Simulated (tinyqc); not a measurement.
# Trap density from two Hall measurements

Problem. p-type body, charge-sheet picture, full ionisation (an idealisation for deep acceptors), Boltzmann statistics for free electrons. e = Ec - EF at the surface. psi = Eg - Vt ln(Nv/Na) - e; N_dep = sqrt(2 eps0 eps_r Na (psi - Vt)/q); n_f = sqrt(N_dep^2 + 2 eps0 eps_r Vt Nc exp(-e/Vt)/q) - N_dep; Vg = Vfb + psi + q (N_dep + n_t + n_f)/Cox, Cox = eps0 eox/tox. Find e and n_t at both points and the mean trap density between them.

Parameters, values chosen for the exercise; band and dielectric values close to those of silicon: temperature T = 300 K; band gap Eg = 1.14 eV; relative permittivity eps_r = 11.8; conduction-band density of states at T Nc = 2.77e19 cm^-3; valence-band density of states at T Nv = 2.67e19 cm^-3; relative permittivity of the insulator eox = 3.9; insulator thickness tox = 40 nm; acceptor density Na = 6.5e16 cm^-3; flat-band voltage without trapped charge Vfb = -0.7 V.

Constants: q = 1.602176634e-19 C, kB = 1.380649e-23 J/K, Vt = kB T/q, eps0 = 8.8541878128e-14 F/cm where lengths are in cm. Results are converted to the units shown.

Vg (V): 2.1075954  3.2099331
free sheet density from the Hall effect (cm^-2): 4.1462777e10  4.3660164e11

Solution. Each n_f fixes e; what the gate voltage holds beyond psi, N_dep and n_f is trapped; the difference quotient is the density, smeared over a few Vt.

e (eV): 0.1260  0.05900
n_t (cm^-2): 1.687e11  2.982e11
mean trap density = 1.934e12 cm^-2 eV^-1

tinyqc, about 0.02 s, one thread, Intel Xeon 2.30GHz (shared host): `OMP_NUM_THREADS=1 python tinyqc.py 2222210 2222211 out.jsonl`
